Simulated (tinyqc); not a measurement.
Koster-Slater impurity in a tight-binding band, by Green functions and by supercells: one step, computed by the program tinyqc. Command: `OMP_NUM_THREADS=1 python tinyqc.py 3023433 3023434 out.jsonl kosterslater walk`. One thread of a shared host (Intel(R) Xeon(R) Processor @ 2.30GHz), about 0.06 s of CPU time with the checks.

One orbital per site, e(k) = -2 t sum cos(k_i) over 3 direction(s), band from -6 t to 6 t, lattice constant 1. One site has the extra energy U. Spin is left out.

Problem. The host Green function outside the band. Outside the band G0(E) = (1/pi) int_0^pi dk (2/(pi z)) K(16 t^2/z^2), z = E + 2 t cos k, K the complete elliptic integral with parameter m; 200 Gauss-Legendre points. A bound state solves 1/U = G0(E). Energies: 0.05, 0.2, 0.5, 1, 2, 4 and 8 t beyond the band edge on the side of U, rounded to four digits.

Inputs (values chosen for the exercise, for a model band): hopping t = 0.86 eV; impurity potential U = -7.37 eV.

Lattice: simple cubic.

Give: Scan on the side of U.

Solution.

Scan on the side of U:
```
E (eV),G0 (1/eV),1/U - G0 (1/eV)
-5.203,-0.27261,0.13692
-5.332,-0.25071,0.11502
-5.590,-0.22543,0.08975
-6.020,-0.19828,0.06260
-6.880,-0.16387,0.02819
-8.600,-0.12459,-0.01110
-12.040,-0.08582,-0.04987
```

G0 stays finite at the band edge, 0.252731/t in size, so binding needs |U| > 3.957 t.
